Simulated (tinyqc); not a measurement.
Inside a calculation: Koster-Slater impurity in an sp3s* host. Values are carried at full precision from step to step, so a last printed digit may differ when a step is redone from the rounded ones.

sp3s* tight binding, nearest neighbours only: anion (a) at 0, cation (c) at a/4 (1,1,1), orbitals s, px, py, pz, s* on each; k in units of 2 pi/a. With phases e_j = exp(i (pi/2) k.n_j) for n = (1,1,1), (1,-1,-1), (-1,1,-1), (-1,-1,1): g0 = (e1+e2+e3+e4)/4, g1 = (e1+e2-e3-e4)/4, g2 = (e1-e2+e3-e4)/4, g3 = (e1-e2-e3+e4)/4. The diagonal holds the levels Esa, Epa, Exa (s*) and Esc, Epc, Exc. Anion-cation block: <sa|sc> = Vss g0; <sa|xc> = Vsapc g1; <xa|sc> = -Vscpa g1; <xa|xc> = Vxx g0; <xa|yc> = <ya|xc> = Vxy g3, <xa|zc> = <za|xc> = Vxy g2, <ya|zc> = <za|yc> = Vxy g1; <s*a|xc> = Vxapc g1; <xa|s*c> = -Vpaxc g1; y and z take g2 and g3 in place of g1; s-s* and s*-s* vanish.

Values chosen for the exercise (out of a larger set: near a published set for GaAs; not measured data):

| symbol | value | unit | meaning |
|---|---|---|---|
| p | (-8.427, 1.049, -2.683, 3.69, 8.63, 6.75, -6.501, 1.977, 5.128, 4.471, 5.727, 4.872, 4.864) | eV | order Esa, Epa, Esc, Epc, Exa, Exc, Vss, Vxx, Vxy, Vsapc, Vscpa, Vxapc, Vpaxc |
| N | 4 |  | mesh |
| V | -2.5 | eV | shift of the s level |

## The gap of the host

Gaps from the top of the valence band to Gamma, to the minimum on (x,0,0) from 0.5 to 1, and to L; the smallest is Eg.

top of the valence band on the scale of the parameters = -0.0079 eV

gaps (eV): Gamma 1.5601, Delta 2.0236, L 1.6499

Eg (smallest gap of the host) = 1.5601 eV

## Where the weight lies

A defect on a cation site (c) shifts the s level there by Vs or the three p levels by Vp and leaves the rest. A level in the gap solves 1/Vs = G_s(E) (symmetry A1) or 1/Vp = G_p(E) (T2, threefold), with G(E) = (1/N^3) sum over k and bands of w/(E - e), where w is the weight of the state on the s orbital of that site, or the mean weight on its px, py, pz. Mesh: k = f1 (-1,1,1) + f2 (1,-1,1) + f3 (1,1,-1), f = (j + 1/2)/N, j = 0 to N - 1. Energies from the top of the valence band at Gamma; the s* orbital of the site is left as it is. An infinite shift removes the s or p orbitals, the model of the ideal vacancy: G(E) = 0.

For each band: mean energy over the mesh and summed weights; each column of weights adds to one.

Bands:

| band | mean energy (eV) | s weight | p weight |
|---|---|---|---|
| 1 | -10.923 | 0.1514 | 0.0198 |
| 2 | -6.117 | 0.3759 | 0.0290 |
| 3 | -2.290 | 0.0084 | 0.1160 |
| 4 | -1.830 | 0.0027 | 0.1123 |
| 5 | 2.148 | 0.2604 | 0.1011 |
| 6 | 2.999 | 0.1512 | 0.0951 |
| 7 | 6.585 | 0.0002 | 0.2182 |
| 8 | 6.998 | 0.0001 | 0.2071 |
| 9 | 9.529 | 0.0468 | 0.0069 |
| 10 | 11.467 | 0.0028 | 0.0944 |

The filled bands hold 0.538 of the s orbital and 0.277 of each p orbital of the cation. Filled states add positive terms to G in the gap and empty ones negative terms.

## Green functions across the gap

G at nine energies E = Eg j/8.

G(E) (1/eV):

| E (eV) | G_s | G_p |
|---|---|---|
| 0.0000 | -0.10220 | -0.00674 |
| 0.1950 | -0.12228 | -0.03701 |
| 0.3900 | -0.14570 | -0.06101 |
| 0.5850 | -0.17388 | -0.08378 |
| 0.7800 | -0.20904 | -0.10757 |
| 0.9751 | -0.25492 | -0.13447 |
| 1.1701 | -0.31856 | -0.16759 |
| 1.3651 | -0.41562 | -0.21308 |
| 1.5601 | -0.59375 | -0.28778 |

Both fall with E, as dG/dE = -sum w/(E - e)^2 demands. G_s keeps its sign, so the vacancy has no level of this symmetry in the gap. G_p keeps its sign, so the vacancy has no level of this symmetry in the gap on this mesh; it nearly vanishes at an edge, where a finer mesh may put a level.

## A first estimate from the table

A defect that shifts the s level of its cation site by V has a level where the host Green function G_s(E) equals 1/V; E is counted from the top of the valence band. Find it by linear interpolation between the two rows that bracket it.

1/V = -0.40000 1/eV
estimated level = 1.334 eV

## The level and its weight on the defect

Solve by bisection with the full sum. The weight of the bound state on the shifted orbital is G^2/(-G'), which is also dE/dV.

level = 1.3396 eV
G'(E) = -0.59130 1/eV^2
weight on the defect orbital = 0.2706

The level lies 1.340 eV above the valence band and 0.220 eV below the conduction band. Only 27.1 % of it sits on the shifted orbital, the rest on other orbitals (the s* of the same site among them), so a shift of 1 eV moves the level by about 271 meV.

## Checks

- Sum of the s weights over all bands against one: both 1.00000.
- First moment of the s weights against the s level of the site, on the scale of the parameters: both -2.68300.

(tinyqc, `OMP_NUM_THREADS=1 python tinyqc.py 1451394 1451395 out.jsonl`, Intel(R) Xeon(R) Processor @ 2.30GHz, 1 thread, shared host, about 0.01 s.)
